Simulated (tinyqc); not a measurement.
# Capillary instabilities by surface diffusion: grooving and agglomeration of films, edge retraction, wire break-up and smoothing of roughness, step by step

A worked calculation. Computed by tinyqc, a small Python program that keeps every step. Command: `OMP_NUM_THREADS=1 python tinyqc.py 3017157 3017158 out.jsonl dewet walk`. One thread of a shared host (Intel(R) Xeon(R) Processor @ 2.30GHz), about 0.01 s of CPU time with the checks. Intermediate numbers are printed to about 6 digits and carried at full precision; extremes and crossings named in words are read from the listed rows.

Isotropic surface energy; shapes change by surface diffusion alone.

Inputs (values chosen for the exercise, of the order of those of a ruthenium film):
```
quantity                                value        unit
surface energy gamma_s                   2.94       J/m^2
grain-boundary energy gamma_b            0.86       J/m^2
contact angle on the substrate theta      120     degrees
atomic volume Omega                      13.6  angstrom^3
surface sites nu                          9.3      1/nm^2
prefactor D0                          1.1e-06       m^2/s
activation energy Q                      2.15          eV
temperature T                            1784           K
time t                                   2600           s
film thickness h                           37          nm
grain radius R                             77          nm
wire radius r                             7.7          nm
initial ripple over radius               0.05           -
roughness wavelength lambda                45          nm
```

Grooves: at the surface only.

Constants: k_B = 8.617333262e-05 eV/K; k_B = 1.380649e-23 J/K.

## The Mullins constant

B = D_s nu gamma_s Omega^2/(k_B T), D_s = D0 exp(-Q/(k_B T)).

D_s = 9.28259e-13 m^2/s

B = 190589 nm^4/s

length (B t)^(1/4) = 149.200 nm

Lengths grow as t^(1/4): doubling one takes 16 times as long, or roughly 480 K more.

## Will grooves cut through?

Groove angle beta: sin(beta) = gamma_b/(2 gamma). For circular grains of radius R with spherical caps the groove ends (measured from the mean surface) at the depth R g(beta), g = (2 - 3 cos beta + cos^3 beta)/(3 sin^3 beta). The film parts if R g(beta_s) > h.

beta_s = 8.41016 degrees

sum of g = 0.0368285

critical R/h = 27.1529

final depth over h = 0.0766432

The grooves stop short by this estimate; triple junctions groove deeper and may still open.

## Groove growth in time

Mullins' isolated groove: depth below the flat surface d = 0.780 m (B t)^(1/4), m = tan(beta_s), width between the ridges 4.6 (B t)^(1/4); time to reach h: (h/(0.780 m))^4/B.

groove depth = 17.2060 nm

groove width = 686.319 nm

time to reach the substrate = 55598.5 s

Caution: the grooves of neighbouring boundaries overlap, so the depth levels off at its final value. Caution: the grains are too small for the surface groove ever to reach the depth h.

## Retraction of a straight edge

A rim shaped as a circular segment with contact angle theta holds the area h x; its radius r obeys r^2 (theta - sin theta cos theta) = h x. To advance, the edge must carry a strip of the rim height H = r (1 - cos theta) over the rim, driven by the curvature 1/r over the distance r theta (the scaling argument of Brandon and Bradshaw): H dx/dt = B/(theta r^2) gives x^(5/2) = (5/2) B t c^(3/2)/(theta (1 - cos theta) h^(3/2)), c = theta - sin theta cos theta.

retraction x = 548.314 nm

rim height H = 134.391 nm

present speed = 0.0843560 nm/s

The rim is 3.6 times the film thickness. x goes as t^(2/5) h^(-3/5): thin films retract faster.

## Break-up of a free wire

A wire with r + A cos(k z) has dA/dt = (B/r^4) (kr)^2 [1 - (kr)^2] A: unstable for wavelengths above 2 pi r, fastest at kr = 1/sqrt 2 with the rate B/(4 r^4); break-up time about (4 r^4/B) ln(r/A0); each wavelength makes a sphere of radius (3 r^2 lambda_m/4)^(1/3).

fastest wavelength = 68.4204 nm

break-up time = 0.221018 s

radius of the spheres = 14.4903 nm

t over the break-up time = 11763.8

The wire breaks up within t. Caution: faceting can stabilise wires along low-index directions.

## Smoothing against break-up

Roughness of wavelength lambda on a flat face decays as exp[-B (2 pi/lambda)^4 t]; the smoothing time is that for a factor e^3.

Times (s); the last column is (h/(0.780 tan beta_s))^4/B:
```
T (K)   B (nm^4/s)  smoothing  wire break-up  groove to depth h
1516   1.89267e+04   0.417039        2.22562             559869
1606   4.49336e+04   0.175663        0.93746             235826
1695   9.62518e+04   0.082006        0.43764             110091
1784   1.90589e+05   0.041415        0.22102              55598
1873   3.52828e+05   0.022371        0.11939              30033
1962   6.16348e+05   0.012806        0.06834              17192
2141   1.63545e+06   0.004826        0.02576               6479
```

All times share 1/B, so their ratios do not depend on T: break-up over smoothing is 5.3. On a flat face this roughness is smoothed before the wire breaks, but by less than a factor 10. Smoothing is safe for lambda well below 2 pi r, above which a ripple along the wire grows instead. B spans 1.9 decades over these rows.

Checks made by the program: g against the volume of a spherical cap (relative difference below 1e-10).
